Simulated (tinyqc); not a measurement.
Changing the Debye temperature Theta: Bloch-Grueneisen resistivity of a metal. Computed by tinyqc, a small Python program. Command: `OMP_NUM_THREADS=1 python tinyqc.py 3015803 3015804 out.jsonl bg sweep`. One thread of a shared host (Intel(R) Xeon(R) Processor @ 2.30GHz), about 0.01 s of CPU time with the checks.

Electrons scatter from a Debye spectrum of phonons (n = 5 for scattering within one band, n = 3 for scattering into a second, heavy band) and from static defects.

Inputs (values chosen for the exercise, modelled on molybdenum):

| quantity | value | unit |
|---|---|---|
| exponent n | 5 | - |
| transport coupling lambda_tr | 0.33 | - |
| Drude plasma energy hbar w_p | 8.5 | eV |
| residual resistivity rho_0 | 0.18 | microohm cm |
| temperature T | 200 | K |
| saturation resistivity | 130 | microohm cm |

Addition: saturation.

Constants: k_B = 1.380649e-23 J/K; hbar = 1.054571817e-34 J s; eps_0 = 8.8541878128e-12 F/m; hbar = 6.582119569e-16 eV s; k_B = 8.617333262e-05 eV/K.

Method:
- rho_ph = (n - 1) rho_1 (T/Theta)^n J_n(Theta/T), with rho_1 = 2 pi lambda_tr k_B Theta/(hbar eps_0 w_p^2), the high-temperature line at T = Theta.
- J_n(y) = int_0^y x^n e^x/(e^x - 1)^2 dx, by 96 Gauss-Legendre points (upper limit at most 60).
- Parallel-resistor saturation: 1/rho = 1/(rho_0 + rho_ph) + 1/rho_sat.
- Temperature coefficient (1/rho) d rho/dT by a central difference of +/- 0.5 K; residual ratio rho(295 K)/rho(4.2 K); scattering time tau = 1/(eps_0 w_p^2 rho); Wiedemann-Franz kappa = L_0 T/rho, L_0 = (pi^2/3)(k_B/e)^2.

One run for each value:

| Debye temperature Theta (K) | phonon resistivity rho_ph (microohm cm) | temperature coefficient (1e-3/K) | residual resistance ratio |
|---|---|---|---|
| 80 | 3.6444 | 4.711 | 29.724 |
| 110 | 3.6158 | 4.782 | 29.658 |
| 160 | 3.5492 | 4.951 | 29.433 |
| 230 | 3.4196 | 5.284 | 28.967 |
| 320 | 3.2003 | 5.864 | 28.145 |
| 450 | 2.8116 | 6.947 | 26.575 |
| 640 | 2.1878 | 8.850 | 23.691 |
| 900 | 1.4218 | 11.488 | 19.229 |

What does the table show, and why?

Over the rows, phonon resistivity rho_ph (microohm cm) falls from 3.64 to 1.42 (exponent d ln y / d ln x -0.025 between the first rows and -1.3 between the last); temperature coefficient (1e-3/K) rises from 4.71 to 11.5 (exponent d ln y / d ln x 0.048 between the first rows and 0.77 between the last); residual resistance ratio falls from 29.7 to 19.2 (exponent d ln y / d ln x -0.0069 between the first rows and -0.61 between the last). At the low end the exponent of phonon resistivity rho_ph is -0.02, close to 0: at high T and fixed lambda_tr Theta drops out.

Caution (rows 450, 640, 900): below about Theta/2 small-angle phonon scattering degrades heat flow more than charge flow, so a thermal conductivity taken from rho by the Wiedemann-Franz law would be too high.
